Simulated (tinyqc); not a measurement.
Plain band against climbing image: nudged elastic band on a two-dimensional model surface. Computed by tinyqc, a small Python program. Command: `OMP_NUM_THREADS=1 python tinyqc.py 3012552 3012553 out.jsonl neb walk`. One thread of a shared host (Intel(R) Xeon(R) Processor @ 2.30GHz), about 0.1 s of CPU time with the checks.

V(x, y) = -A (cos kx + cos ky) - B cos kx cos ky + (C sin ky + S sin kx)(1 - cos kx), k = 2 pi/a; the atom hops from the minimum at (0, 0) to that at (a, 0).

Inputs (values chosen for the exercise, for a model surface):
```
quantity,value,unit
amplitude A,0.28,eV
amplitude B,0.056,eV
skew C,0.12,eV
asymmetry S,0.043,eV
period a,3.9,angstrom
spring constant k_s,0.51,eV/angstrom^2
step factor eta,0.33,angstrom^2/eV
```

Surface: adatom on a square lattice. Climbing image: on.

Method:
- Newton steps x(new) = x - H^-1 grad V (moves limited to 0.3 angstrom) from (0, 0), (a, 0) and (a/2, 0) give the two minima and the saddle.
- Tangent at image i: towards the higher neighbour if the energies rise or fall through i; at a maximum or minimum, tau = t+ dmax + t- dmin if V(i+1) > V(i-1), else t+ dmin + t- dmax, with t+ = R(i+1) - R(i), t- = R(i) - R(i-1) and dmax, dmin the larger and smaller of |V(i+1) - V(i)| and |V(i-1) - V(i)|; then normalise. Force F = -grad V + (grad V.tau) tau + k_s (|t+| - |t-|) tau.
- With a climbing image, the highest image feels instead F = -grad V + 2 (grad V.tau) tau and no spring.
- Update R(new) = R + eta F; the end points stay fixed.
- Images are counted without the end points, and convergence is judged on the largest force on an image. Each run starts on the straight line with the same k_s and eta, for at most 1500 iterations; errors are against the Newton saddle; a dash marks a run that did not reach 1e-4 eV/angstrom.

positions (angstrom):
```
,x,y
start,0.00000,0.00000
end,3.90000,0.00000
saddle,1.74698,-0.49649
```

energies (eV): start -0.616000, end -0.616000, saddle -0.033679

barrier from the start = 0.582321 eV

Error of the highest image (meV) and iterations:
```
images,"plain, error","plain, iterations","climbing, error","climbing, iterations"
2,-87.854,28,0,29
3,-14.404,27,0,31
4,-16.346,27,0,38
5,-14.352,34,0,43
6,-3.028,38,0,46
8,-0.223,55,0,55
10,-0.107,74,0,92
```

The plain band underestimates the barrier by 0.11 to 87.85 meV, depending on how near an image falls to the saddle (worst for 2 images, best for 10). The climbing image is within about 0.001 meV in every converged run, so few images suffice for the barrier.

Extremes, crossings and ranges named in words are read from the listed rows.
